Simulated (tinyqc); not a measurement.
Inside a calculation. Method: Hubbard ring of 6 sites. Computed by tinyqc, a small Python program that keeps every step. Settings: hopping = 1.06, U = 0.5, mixing = 0.2, iteration cap = 53. Command: `OMP_NUM_THREADS=1 python tinyqc.py 20094 20095 out.jsonl` (the two numbers bound the seeds that draw the settings). One thread of a shared host (Intel(R) Xeon(R) Processor @ 2.60GHz), about 0.3 s of CPU time with the checks. Later iterations appear only in the table of the cycle.

## Mean-field iteration 1

one-body matrix (hopping and site energies) (eV):
```
         1        2        3        4        5        6
1  -0.8300  -1.0600   0.0000   0.0000   0.0000  -1.0600
2  -1.0600  -0.6600  -1.0600   0.0000   0.0000   0.0000
3   0.0000  -1.0600   0.6700  -1.0600   0.0000   0.0000
4   0.0000   0.0000  -1.0600  -0.3900  -1.0600   0.0000
5   0.0000   0.0000   0.0000  -1.0600   0.5100  -1.0600
6  -1.0600   0.0000   0.0000   0.0000  -1.0600   0.1600
```

U = 0.5000 eV

electrons, up and down: 2  2

mixing = 0.2000

n(up) at the start (a guess, not normalised): 1 0.3330, 2 0.3330, 3 0.3330, 4 0.3330, 5 0.3330, 6 0.3330

n(down) at the start (a guess): 1 0.3330, 2 0.3330, 3 0.3330, 4 0.3330, 5 0.3330, 6 0.3330

H(up) = T + U n(down), H(down) = T + U n(up); fill the lowest levels; n(new) = n + mixing (n(out) - n); E = tr T (rho up + rho down) + U sum n_up n_down of the output.

levels, up (eV): -2.2213  -1.2092  -0.7947  0.8293  1.5180  2.3369

levels, down (eV): -2.2213  -1.2092  -0.7947  0.8293  1.5180  2.3369

energy = -7.0873 eV

n(up) after iteration 1: 1 0.3752, 2 0.3356, 3 0.2972, 4 0.3891, 5 0.3107, 6 0.2906

n(down) after iteration 1: 1 0.3752, 2 0.3356, 3 0.2972, 4 0.3891, 5 0.3107, 6 0.2906

## Mean-field iteration 2

As before.

levels, up (eV): -2.2156  -1.1937  -0.8045  0.8371  1.5035  2.3324

levels, down (eV): -2.2156  -1.1937  -0.8045  0.8371  1.5035  2.3324

energy = -7.0909 eV

n(up) after iteration 2: 1 0.4080, 2 0.3383, 3 0.2687, 4 0.4325, 5 0.2939, 6 0.2572

n(down) after iteration 2: 1 0.4080, 2 0.3383, 3 0.2687, 4 0.4325, 5 0.2939, 6 0.2572

## Convergence

Each step fills the lowest levels of T + U n(other spin) and sets n(new) = n + mixing (n(out) - n); stop when output and input agree to 1e-8.

Course of the cycle:
```
iteration     E (eV)  largest |n(out) - n(in)|  mean |n_up - n_down|
1          -7.087287                  2.80e-01                0.0000
2          -7.090868                  2.17e-01                0.0000
3          -7.093055                  1.68e-01                0.0000
4          -7.094381                  1.30e-01                0.0000
5          -7.095181                  1.01e-01                0.0000
6          -7.095661                  7.78e-02                0.0000
7          -7.095949                  6.02e-02                0.0000
8          -7.096122                  4.65e-02                0.0000
9          -7.096225                  3.60e-02                0.0000
10         -7.096286                  2.78e-02                0.0000
11         -7.096323                  2.15e-02                0.0000
...              ...                       ...                   ...
43         -7.096379                  1.03e-05                0.0000
44         -7.096379                  8.11e-06                0.0000
45         -7.096379                  6.40e-06                0.0000
46         -7.096379                  5.05e-06                0.0000
47         -7.096379                  3.98e-06                0.0000
48         -7.096379                  3.14e-06                0.0000
49         -7.096379                  2.48e-06                0.0000
50         -7.096379                  1.95e-06                0.0000
51         -7.096379                  1.54e-06                0.0000
52         -7.096379                  1.22e-06                0.0000
53         -7.096379                  9.59e-07                0.0000
```

Not converged within 53 iterations: the residual falls steadily but slowly, by a factor of about 0.79 a step. The lowest mean-field energy found from random starts is -7.09638 eV. Reruns (cap 100 unless said): mixing 0.5: converged in 24 (E = -7.09638); mixing 0.9: converged in 11 (E = -7.09638); the original settings with a cap of 400: converged in 73 (E = -7.09638).

## Exact diagonalisation (225 states)

Lowest levels of the sector, and the double occupancy of the lowest state.

lowest levels (eV): -7.1159  -6.8437  -6.7873  -6.2995  -5.8441  -5.6779

double occupancy per site = 0.1274

## The lowest level by Lanczos steps

From a random start vector (not printed): a_j = <q_j|H|q_j>, b_j = norm of the remainder after orthogonalising; the Ritz value is the lowest eigenvalue of the tridiagonal matrix of a and b so far.

Lanczos:
```
j   a_j (eV)  b_j (eV)  lowest Ritz value (eV)
1    -1.5451    3.3021               -1.545078
2    -0.8194    3.1390               -4.504193
3    -0.1201    3.5437               -5.455038
4    -0.7271    3.8456               -6.030964
5     0.8714    3.9294               -6.436224
6    -0.2025    3.7193               -6.712810
7     0.4124    3.4456               -6.889390
8     0.5687    3.8373               -6.967179
9     0.5858    3.8718               -7.008752
10    0.2663    3.8129               -7.036473
```
